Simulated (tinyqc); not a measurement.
Along the channel and with depth: stress in a transistor channel from embedded alloy regions, liners and fins, by half-space elasticity. Computed by tinyqc, a small Python program. Command: `OMP_NUM_THREADS=1 python tinyqc.py 3027724 3027725 out.jsonl stressor walk`. One thread of a shared host (Intel(R) Xeon(R) Processor @ 2.30GHz), about 0.01 s of CPU time with the checks.

Plane strain in an isotropic half-space, the same constants everywhere; x along the channel from its centre, y downwards from the free surface; stress is positive in tension.

Inputs (values chosen for the exercise, modelled on silicon): alloy fraction x = 0.16; lattice change per unit x, beta = 0.0424; Young's modulus E = 159 GPa; Poisson ratio nu = 0.21; channel length L = 78 nm; length of each stressor S = 95 nm; recess depth d = 15 nm; depth of the field point y = 4.3 nm.

Stressor: Si(1-x)Ge(x) source and drain.

Method. Misfit e = beta x. A fully constrained inclusion holds the stress -p with p = E e/(1 - 2 nu); a blanket film would hold -E e/(1 - nu) in the plane. A line element dA of misfit at (a, c) in the half-space gives, with C = E e/(2 pi (1 - nu)), X = x - a, r1^2 = X^2 + (y - c)^2, r2^2 = X^2 + Y^2, Y = y + c: s_xx = -C dA {[X^2 - (y - c)^2]/r1^4 + 3 [X^2 - Y^2]/r2^4 + 4 y Y (Y^2 - 3 X^2)/r2^6}, s_yy = C dA {[X^2 - (y - c)^2]/r1^4 - [X^2 - Y^2]/r2^4 + 4 y Y (Y^2 - 3 X^2)/r2^6}. These are integrated over two rectangles, L/2 < |a| < L/2 + S, 0 < c < d (closed form in a, 200 Gauss-Legendre points in c).

misfit e = 0.006784

Stress (MPa):
```
2x/L  s_xx at y  s_yy at y  s_xx at d/2  s_xx at 1.5 d
0.0     -409.67     -5.401      -372.50        -165.10
0.2     -423.17     -6.132      -380.28        -158.79
0.4     -464.68     -8.420      -401.66        -139.60
0.6     -532.23    -10.706      -426.96        -108.34
0.8     -585.27     15.083      -441.61         -60.99
```

What follows from these numbers?

Near the surface s_xx changes by +43 % from the centre to 2x/L = 0.8. At the centre, s_xx at half the recess depth is 0.91 of its value at y, and below the recess 0.40. An element acts with the sign of X^2 - (y - c)^2, so its direct term reverses where the offset in depth exceeds the lateral distance, and the image terms that amplify the stress near the surface fade with depth.
